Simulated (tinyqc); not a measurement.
Shortcuts against the integral: sheet resistance and Hall data of a diffused or implanted layer. Computed by tinyqc, a small Python program. Command: `OMP_NUM_THREADS=1 python tinyqc.py 3016852 3016853 out.jsonl layer walk`. One thread of a shared host (Intel(R) Xeon(R) Processor @ 2.30GHz), about 0.01 s of CPU time with the checks.

Carriers are taken equal to the net active doping down to the junction (full ionisation, which deep dopants in wide-gap hosts do not reach; no spill-over, no depletion), and the Hall factor is 1.

Inputs (values chosen for the exercise, modelled on aluminium in 4H-SiC):

| quantity | value | unit |
|---|---|---|
| mu_min | 15.8 | cm^2/(V s) |
| mu_max | 123 | cm^2/(V s) |
| N_ref | 1.9e+19 | 1/cm^3 |
| exponent alpha | 0.34 | - |
| peak concentration N_0 | 5.6e+20 | 1/cm^3 |
| length scale l | 570 | nm |
| background doping N_B (opposite type) | 2.6e+14 | 1/cm^3 |
| solubility limit N_s | 9.3e+19 | 1/cm^3 |

Profile: box. Activation: limited by solubility.

Constants: e = 1.602176634e-19 C.

Method:
- N(x) = N_0 down to x_j = l, dose N_0 l.
- Mobility mu = mu_min + (mu_max - mu_min)/(1 + (N_t/N_ref)^alpha), N_t = active doping + N_B; carriers n = active doping - N_B, active doping min(N, N_s).
- Integrals from x_0 (0 unless stated) to x_j by the midpoint rule on 400 even intervals: 1/R_s = e int n mu dx; sheet density n_s = int n dx; Hall sheet density (int n mu dx)^2/int n mu^2 dx; Hall mobility int n mu^2 dx/int n mu dx.
- Mean conductivity 1/(R_s x_j); mean mobility 1/(e n_s R_s).
- Shortcuts: R_s = 1/(e Q mu) with the dose Q and the mobility at the (active) peak concentration; 1/(e n_s mu) with mu at N_t = n_s/x_j + N_B; 1/(e Q mu_max).

sheet resistance R_s = 21.3030 ohm

dose = 3.19200e+16 1/cm^2

sheet density n_s = 5.30099e+15 1/cm^2

junction depth x_j = 570 nm

Sheet resistances:

| method | R_s (ohm) | deviation (%) |
|---|---|---|
| integral | 21.303 | 0.000 |
| dose, mobility at the peak | 3.538 | -83.393 |
| n_s, mobility at the mean concentration | 21.303 | 0.000 |
| dose, mu_max | 1.590 | -92.538 |

The closest shortcut is «n_s, mobility at the mean concentration» (0.0 %). Counting inactive dopants as carriers underestimates R_s.

Extremes, crossings and ranges named in words are read from the listed rows.
